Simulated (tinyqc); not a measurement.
# Bias-temperature instability from a Gaussian distribution of capture and emission barriers, step by step

A worked calculation. Computed by tinyqc, a small Python program that keeps every step. Command: `OMP_NUM_THREADS=1 python tinyqc.py 3028640 3028641 out.jsonl bti walk`. One thread of a shared host (Intel(R) Xeon(R) Processor @ 2.30GHz), about 0.01 s of CPU time with the checks. Intermediate numbers are printed to about 7 digits and carried at full precision; extremes and crossings named in words are read from the listed rows.

Each trap has a capture time tau_0 exp(E_c/(k_B T)) under stress and an emission time tau_0 exp(E_e/(k_B T)) after it. E_c is Gaussian, and E_e = E_c + d with d Gaussian and independent. A trap counts as filled once t_s exceeds its capture time and as emptied once t_r exceeds its emission time.

Inputs (values chosen for the exercise, for a model p-channel transistor):
```
quantity                                      value        unit
shift with all traps filled V_max               350          mV
mean capture barrier at zero field mu_c           2          eV
spread of capture barriers sigma_c              0.4          eV
lowering of mu_c per field k_F                0.031  eV/(MV/cm)
oxide field F                                   5.7       MV/cm
mean of E_e - E_c at the stress field, delta  -0.32          eV
spread of E_e - E_c, sigma_d                   0.16          eV
time constant tau_0                           3e-10           s
temperature T                                   175           C
stress time t_s                                  50           s
recovery time t_r                                30           s
failure criterion                                50          mV
```

Constants: k_B = 8.617333262e-05 eV/K.

## Stress

Demarcation energies E_s = k_B T ln(t_s/tau_0), E_r = k_B T ln(t_r/tau_0); mean barrier mu = mu_c - k_F F; z = (E_s - mu)/sigma_c; Phi is the standard normal distribution. Temperatures in kelvin are T(C) + 273.15. Shift without recovery dV0 = V_max Phi(z); local time exponent n = d ln dV0/d ln t_s = (k_B T/sigma_c) exp(-z^2/2)/(sqrt(2 pi) Phi(z)); apparent activation energy n E_s.

E_s = 0.9978756 eV

mean barrier mu = 1.8233 eV

z = -2.063561

shift without recovery dV0 = 6.835386 mV

time exponent n = 0.2345723

apparent activation energy = 0.2340739 eV

The stress has filled 2.0 % of the traps. The apparent energy 0.234 eV is only the share n of the barriers near 1.00 eV that are being crossed.

## Recovery

Remaining shift dV = V_max int_(-infinity)^(E_s) g(E_c) [1 - Phi((E_r - E_c - delta)/sigma_d)] dE_c, g the Gaussian density of E_c (Gauss-Legendre, 120 points over 7 sigma_c below E_s).

E_r = 0.9781482 eV

remaining shift dV = 0.05952273 mV

remaining share dV/dV0 = 0.008708027

A measurement delay of t_r hides 99 % of the shift.

## Lifetime

Solve V_max Phi(z) = criterion for t_s; the power-law extrapolation from the stress point is t_s (criterion/dV0)^(1/n); 1 year = 3.15576e7 s.

log10 of the lifetime in s = 6.179230

log10 of the power-law estimate in s = 5.383152

The power law gives a time shorter by 0.80 decades, since n falls as traps fill; ten years is log10 = 8.50.

## What a measurement delay does to the time exponent

Columns: no delay, and delays of 1 us, 1 ms and 1 s.

Shift (mV):
```
t_s (s)   no delay      1 us      1 ms           1 s
1.00e+00   2.56137   1.74206   0.44748  1.781510e-02
1.00e+01   4.63581   3.70640   1.45949  1.147687e-01
1.00e+02   8.02625   7.04497   3.82294  5.526144e-01
1.00e+03  13.30139  12.30230   8.33845  2.028024e+00
1.00e+04  21.11474  20.11123  15.73136  5.818770e+00
1.00e+05  32.13179  31.12749  26.57696  1.347253e+01
1.00e+06  46.92008  45.91567  41.31431  2.610843e+01
1.00e+07  65.81721  64.81279  60.20049  4.397461e+01
```

Between 10 and 1000 s the apparent exponent is 0.229 without delay, 0.261 at 1 us, 0.378 at 1 ms and 0.624 at 1 s: a slow measurement loses more of a short stress than of a long one, which steepens the curve. Without delay the exponent falls from 0.258 to 0.147 over the table, so the growth is not a true power law. Caution: step-function filling and one Gaussian population are simplifications; real devices show several populations.

Checks made by the program: time exponent against a finite difference (relative difference below 1e-10).
